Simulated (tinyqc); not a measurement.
# Changing the trap density N_t

Model: leakage through a gate insulator: direct, Fowler-Nordheim, trap-assisted and Poole-Frenkel currents. Computed by tinyqc, a small Python program. Command: `OMP_NUM_THREADS=1 python tinyqc.py 3020018 3020019 out.jsonl oxideleak sweep`. One thread of a shared host (Intel(R) Xeon(R) Processor @ 2.30GHz), about 0.01 s of CPU time with the checks.

Electrons enter from the cathode Fermi level at x = 0; the conduction band of the insulator lies phi_b - e F x above it, F = V/t. WKB exponents use a parabolic band with mass m.

Inputs (values chosen for the exercise, with an insulator like Si3N4):
```
quantity                        value  unit
thickness t                       4.3    nm
barrier phi_b                    2.15    eV
tunnelling mass m                 0.4   m_0
static constant eps_ox           7.48     -
voltage across the insulator V      3     V
trap depth phi_t                  1.6    eV
attempt rate nu_0               4e+12   1/s
activation of capture E_a        0.34    eV
temperature T                     200     K
```

Constants: hbar^2/(2 m_0) = 3.80998212 eV angstrom^2; e = 1.602176634e-19 C; hbar = 1.054571817e-34 J s; k_B = 8.617333262e-05 eV/K.

Method:
- For a level a distance phi(x) below the band, the WKB exponent is 2 int kappa dx with kappa = sqrt(m phi/(hbar^2/2m_0)); for a linear barrier from phi_1 down to phi_2 = max(phi_1 - e F d, 0) it is G = (4/3) sqrt(m/(hbar^2/2m_0)) (phi_1^(3/2) - phi_2^(3/2))/(e F).
- J_tun = e^3 F^2/(16 pi^2 hbar m phi_b) x exp(-G) / [1 - sqrt(phi_2/phi_b)]^2 with the free-electron mass in the cathode (m in m_0), phi_2 = max(phi_b - e V, 0): direct tunnelling for e V < phi_b, Fowler-Nordheim above. Image forces, back-flow and the limit on supply are left out, so J_tun is overstated below about 0.5 V.
- Equivalent oxide thickness = 3.9 t/eps_ox.
- A trap at depth x lies phi_t below the band. Capture: tunnel at the cathode Fermi level from 0 to x (G_in from phi_1 = phi_b), rate nu_0 exp(-G_in - E_c/k_B T) with E_c = E_a + max(phi_b - phi_t - e F x, 0), the last term being the height of the trap above the cathode Fermi level. Emission: tunnel from the trap level to the anode (G_out from phi_1 = phi_t over t - x), rate nu_0 exp(-G_out - E_a/k_B T). Re-emission to the cathode follows from detailed balance, rate_back = rate_in exp(dE/k_B T) with dE = phi_b - phi_t - e F x. Each trap passes R = rate_in rate_out/(rate_in + rate_back + rate_out) electrons per second; filling from the anode is left out.
- J_TAT = e N_t int_0^t R dx by the midpoint rule on 400 intervals; the most effective depth is the midpoint with the largest R, rounded to 0.01 nm.
- J = J_tun + J_TAT (the Poole-Frenkel bound is not added); the ratio J/J_tun is the excess that stress-made traps add.

One run for each value:
```
trap density N_t (cm^-3)  total current J (A/cm^2)  J/J_tun  trap-assisted current J_TAT (A/cm^2)
1.00e+16                                   0.29018   1.0000                            4.7176e-12
4.00e+16                                   0.29018   1.0000                            1.8870e-11
1.00e+17                                   0.29018   1.0000                            4.7176e-11
5.00e+17                                   0.29018   1.0000                            2.3588e-10
2.00e+18                                   0.29018   1.0000                            9.4352e-10
7.00e+18                                   0.29018   1.0000                            3.3023e-09
3.00e+19                                   0.29018   1.0000                            1.4153e-08
1.00e+20                                   0.29018   1.0000                            4.7176e-08
```

Over the rows, total current J (A/cm^2) rises from 0.2901833 to 0.2901834; J/J_tun rises by less than the digits shown, at 1.000000; trap-assisted current J_TAT (A/cm^2) rises from 4.72e-12 to 4.72e-8 (exponent d ln y / d ln x about 1.0 throughout). The exponent of trap-assisted current J_TAT stays at 1: independent traps.

Extremes, crossings and ranges named in words are read from the listed rows.
